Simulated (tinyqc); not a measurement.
Modulation-doped quantum well, Poisson-Schroedinger loop with local exchange and correlation: one step of the calculation.

A well of width L centred at z = 0 between barriers Vb; effective-mass electrons, parabolic bands. The electrons come from donor sheets outside the mesh, a share fL of Ns on the left and the rest on the right, so the structure is neutral. Energies are counted from the band edge of the well, with U = 0 on the first node in the Hartree part.

Problem. Levels and probability densities. Tridiagonal Hamiltonian with psi = 0 one step beyond both ends: H_ii = C (1/m_(i-1/2) + 1/m_(i+1/2))/hz^2 + V0_i + U_i, H_(i,i+1) = -C/(m_(i+1/2) hz^2), C = hbar^2/(2 m0). The lowest 3 level(s) are kept, normalised to hz sum |psi|^2 = 1.

Values chosen for this exercise: mesh step hz = 2 nm.

Constants: q = 1.602176634e-19 C, hbar = 1.054571817e-34 J s, m0 = 9.1093837015e-31 kg, hbar^2/(2 m0) = 0.0380998212 eV nm^2. Results are converted to the units shown.

| node | fixed potential V0 (eV) | self-consistent potential U at the start (eV) |
|---|---|---|
| 1 | 0.67260000 | 0 |
| 2 | 0.66280000 | 0 |
| 3 | 0.65300000 | 0 |
| 4 | 0.64320000 | 0 |
| 5 | 0.02940000 | 0 |
| 6 | 0.01960000 | 0 |
| 7 | 0.00980000 | 0 |
| 8 | 0.00000000 | 0 |
| 9 | -0.00980000 | 0 |
| 10 | -0.01960000 | 0 |
| 11 | -0.02940000 | 0 |
| 12 | 0.56480000 | 0 |
| 13 | 0.55500000 | 0 |
| 14 | 0.54520000 | 0 |
| 15 | 0.53540000 | 0 |

mass on the intervals 1/2, 3/2, ... (mean of both at an interface) (m0): [0.0812, 0.0812, 0.0812, 0.0812, 0.06365, 0.0461, 0.0461, 0.0461, 0.0461, 0.0461, 0.0461, 0.06365, 0.0812, 0.0812, 0.0812, 0.0812]

Give: levels; |psi|^2 of E1; |psi|^2 of E2; |psi|^2 of E3.

Solution.

levels (eV): E1 0.02010, E2 0.09605, E3 0.21272

| node | \|psi\|^2 of E1 (1/nm) | \|psi\|^2 of E2 (1/nm) | \|psi\|^2 of E3 (1/nm) |
|---|---|---|---|
| 1 | 0.00000 | 0.00000 | 0.00000 |
| 2 | 0.00000 | 0.00000 | 0.00001 |
| 3 | 0.00001 | 0.00006 | 0.00019 |
| 4 | 0.00037 | 0.00274 | 0.00603 |
| 5 | 0.01272 | 0.07760 | 0.12313 |
| 6 | 0.03444 | 0.12429 | 0.05640 |
| 7 | 0.06653 | 0.08767 | 0.00958 |
| 8 | 0.10075 | 0.01346 | 0.11366 |
| 9 | 0.11974 | 0.01391 | 0.05257 |
| 10 | 0.10535 | 0.08499 | 0.01575 |
| 11 | 0.05797 | 0.09115 | 0.11504 |
| 12 | 0.00206 | 0.00399 | 0.00730 |
| 13 | 0.00005 | 0.00012 | 0.00033 |
| 14 | 0.00000 | 0.00000 | 0.00002 |
| 15 | 0.00000 | 0.00000 | 0.00000 |

Program tinyqc, `OMP_NUM_THREADS=1 python tinyqc.py 2140132 2140133 out.jsonl`; Intel Xeon 2.30GHz, shared host, one thread, about 0.2 s.
